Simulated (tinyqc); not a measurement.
The coupled modes against doping: free-carrier optics of a doped semiconductor (Drude model with one polar phonon).

eps(E) = ei [1 - Ep^2/(E^2 + i E Gam)] + (es - ei) wT^2/(wT^2 - E^2 - i E gT), with Ep^2 = 8 pi c (e^2/(4 pi eps0)) N/(m ei), c = hbar^2/2m0, N in 1/angstrom^3 (1e-24 per 1/cm^3); Gam = hbar/tau, tau = mu m m0/e with m0/e = 5.685630e-12 kg/C and mu in m^2/(V s). Energies in meV.

Constants: hbar^2/2m0 = 3.80998211 eV angstrom^2; e^2/(4 pi eps0) = 14.39964547 eV angstrom.

Values chosen for the exercise (mass and dielectric values near those of GaAs; N and mu are free inputs; interband absorption and the rise of the mass with filling are left out; not measured data):
- m = 0.0691 m0 (conductivity mass)
- ei = 10.82 (high-frequency dielectric constant)
- wT = 33.1 meV (TO phonon)
- es = 12.59 (static dielectric constant)

L-, L+ solve E^4 - (wL^2 + Ep^2) E^2 + Ep^2 wT^2 = 0, wL = wT sqrt(es/ei); damping left out; energies in meV.

Modes:

| N (1/cm^3) | Ep | L- | L+ | Ep sqrt(ei/es) |
|---|---|---|---|---|
| 2.0e+16 | 6.07 | 5.62 | 35.78 | 5.63 |
| 7.0e+16 | 11.36 | 10.45 | 35.98 | 10.53 |
| 2.0e+17 | 19.21 | 17.35 | 36.64 | 17.80 |
| 7.0e+17 | 35.93 | 28.32 | 42.00 | 33.31 |
| 1.0e+18 | 42.94 | 30.30 | 46.92 | 39.81 |
| 3.0e+18 | 74.38 | 32.46 | 75.86 | 68.96 |
| 7.0e+18 | 113.62 | 32.85 | 114.48 | 105.33 |
| 2.0e+19 | 192.05 | 33.02 | 192.53 | 178.04 |

Give the missing row, N (1/cm^3) = 4.0e+17.

Computed row:
```
N (1/cm^3)     Ep     L-     L+  Ep sqrt(ei/es)
4.0e+17     27.16  23.54  38.19           25.18
```

wL = 35.70 meV

At low density L- follows Ep sqrt(ei/es) (5.62 against 5.63), a plasmon screened by the lattice, and L+ starts at wL. At the highest density L- has come within 0.08 meV of wT, since the carriers screen the field that lifts wL, and L+ is within 0.48 meV of Ep. The branches are closest, 13.68 meV, at 7e+17 1/cm^3 of those listed. The mass is held fixed, while in a real band it rises with filling.

Computed by tinyqc, a small Python program: `OMP_NUM_THREADS=1 python tinyqc.py 1681968 1681969 out.jsonl` (the numbers bound the seed that draws the inputs); one thread of a shared host (Intel(R) Xeon(R) Processor @ 2.30GHz), about 0.01 s for the whole set of steps.
